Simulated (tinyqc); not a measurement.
MOSFET in the linear regime without short-channel effects, parameter extraction from computed curves: two steps of the calculation.

Inversion charge Q = Cox n Vt W0(exp((Vg - VT)/(n Vt))), W0 the Lambert function and n = nf; u = Q/Cox; mobility mu = mu0/(1 + th1 u + th2 u^2); channel resistance Rch = (L - dL)/(W mu Q); Id = Vd/(Rch + Rsd/W). Cox = eps0 eox/tox. Small Vd, no channel-length or drain effects.

Values chosen for this exercise; channel values of the order met in silicon transistors:

| symbol | value | unit | meaning |
|---|---|---|---|
| eox | 7.6 |  | relative permittivity of the gate insulator (close to silicon nitride) |
| tox | 2.9 | nm | insulator thickness |
| mu0 | 230 | cm^2/(V s) | low-field mobility |
| th2 | 0 | 1/V^2 | second mobility attenuation factor |
| VT | 0.55 | V | threshold voltage |
| W | 1 | um | gate width |
| L | 0.5 | um | drawn gate length |
| dL | 0.004 | um | drawn less effective length |
| Vd | 0.02 | V | drain voltage |

Constants: eps0 = 8.8541878128e-14 F/cm where lengths are in cm. Results are converted to the units shown.

Question 1. Threshold and mobility at the peak transconductance. gm_i = (Id_(i+1) - Id_(i-1))/(Vg_(i+1) - Vg_(i-1)); at the point j of largest gm the tangent meets the axis at V_ext = Vg_j - Id_j/gm_j; field-effect mobility gm_j L/(W Cox Vd) with the drawn L.

| point | Vg (V) | Id (uA) |
|---|---|---|
| 0 | 0.31 | 3.9019419e-5 |
| 1 | 0.43 | 0.0045574190 |
| 2 | 0.55 | 0.30335541 |
| 3 | 0.67 | 1.7667652 |
| 4 | 0.79 | 3.4985994 |
| 5 | 0.91 | 5.0944207 |
| 6 | 1.03 | 6.5078598 |
| 7 | 1.15 | 7.7514160 |
| 8 | 1.27 | 8.8474049 |

Give: gm; j; V_ext; field-effect mobility.

Answer 1.

| point | gm (uS) |
|---|---|
| 1 | 1.2638 |
| 2 | 7.3425 |
| 3 | 13.314 |
| 4 | 13.865 |
| 5 | 12.539 |
| 6 | 11.071 |
| 7 | 9.7481 |

j = 4
V_ext = 0.53767 V
field-effect mobility = 149.38 cm^2/(V s)

V_ext is 12 mV below the model VT, and the mobility so found is 36 % below mu0 L/(L - dL) = 232 cm^2/(V s), the value for the drawn L; attenuation, series resistance and the slow approach of Q to a straight line all lower the peak gm.

Question 2. The Y function. Y_i = Id_i/sqrt(gm_i). For Id = beta Vd x/(1 + th x), x = Vg - VT, Y = sqrt(beta Vd) x whatever th. Slope s from points 4 and 7; VT_Y = Vg - Y/s at point 7; beta = s^2/Vd; mobility beta L/(W Cox) with the drawn L; th* = (beta Vd x/Id - 1)/x at point 7.

| point | Vg (V) | Id (uA) |
|---|---|---|
| 0 | 0.31 | 3.9019419e-5 |
| 1 | 0.43 | 0.0045574190 |
| 2 | 0.55 | 0.30335541 |
| 3 | 0.67 | 1.7667652 |
| 4 | 0.79 | 3.4985994 |
| 5 | 0.91 | 5.0944207 |
| 6 | 1.03 | 6.5078598 |
| 7 | 1.15 | 7.7514160 |
| 8 | 1.27 | 8.8474049 |

| point | gm (uS) |
|---|---|
| 1 | 1.2638183 |
| 2 | 7.3425322 |
| 3 | 13.313517 |
| 4 | 13.865232 |
| 5 | 12.538585 |
| 6 | 11.070814 |
| 7 | 9.7481045 |

Find: Y; s; VT_Y; beta; mobility from Y; th*.

Answer 2.

| point | Y (uA^0.5 V^0.5) |
|---|---|
| 1 | 0.0040539 |
| 2 | 0.11195 |
| 3 | 0.48421 |
| 4 | 0.93957 |
| 5 | 1.4387 |
| 6 | 1.9559 |
| 7 | 2.4827 |

s = 4.2864 uA^0.5 V^-0.5
VT_Y = 0.57080 V
beta = 918.67 uA/V^2
mobility from Y = 197.95 cm^2/(V s)
th* = 0.64379 1/V

The mobility from Y is 15 % below mu0 L/(L - dL) = 232 cm^2/(V s), which it should reach in deep inversion when th2 = 0.

Computed by the program tinyqc: `OMP_NUM_THREADS=1 python tinyqc.py 2210012 2210013 out.jsonl`, one thread of a shared Intel Xeon 2.30GHz, about 0.01 s for the whole run.
